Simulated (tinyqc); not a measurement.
Planar metal-insulator-metal capacitor: capacitance, non-linearity, leakage and relaxation: one step of the calculation.

A film between two metal electrodes, each interface adding a series capacitance ci. The small-signal permittivity is ek (1 + aq E^2); the field is found with the linear permittivity. Leakage J = J0 sinh(E/Ef). After a voltage step the film passes a relaxation current kr C V tt^(-nr), tt being the time in seconds.

Problem. Planar capacitance, field and non-linearity. Planar film: Cf = eps0 ek/t, 1/C = 1/Cf + 2/ci, EOT = 3.9 eps0/C, effective permittivity C t/eps0, E = (V/t) C/Cf; quadratic coefficient [C(V)/C - 1]/V^2 with Cf (1 + aq E^2) in C(V).

Values chosen for this exercise; permittivity of the order of that of tantalum oxide:

| symbol | value | unit | meaning |
|---|---|---|---|
| ek | 23.5 |  | relative permittivity of the film |
| t | 12 | nm | film thickness |
| ci | 1000 | uF/cm^2 | capacitance of each electrode interface (dead layer and screening) |
| aq | 0.0091 | cm^2/MV^2 | quadratic field coefficient of the permittivity |
| V | 0.6 | V | bias |
| J0 | 1.7e-11 | A/cm^2 | leakage prefactor |
| Ef | 0.15 | MV/cm | field for an e-fold rise of the leakage |

Constants: eps0 = 8.8541878128e-14 F/cm where lengths are in cm. Results are converted to the units shown.

Give: Cf; C; EOT; effective permittivity; E; quadratic coefficient; J.

Solution.

Cf = 1.7339 uF/cm^2
C = 1.7280 uF/cm^2
EOT = 1.9984 nm
effective permittivity = 23.419
E = 0.49827 MV/cm
quadratic coefficient = 6254.1 ppm/V^2
J = 2.3523e-10 A/cm^2

The interfaces take 0.346 % of the voltage.

tinyqc, about 0.01 s, one thread, Intel Xeon 2.30GHz (shared host): `OMP_NUM_THREADS=1 python tinyqc.py 2102162 2102163 out.jsonl`
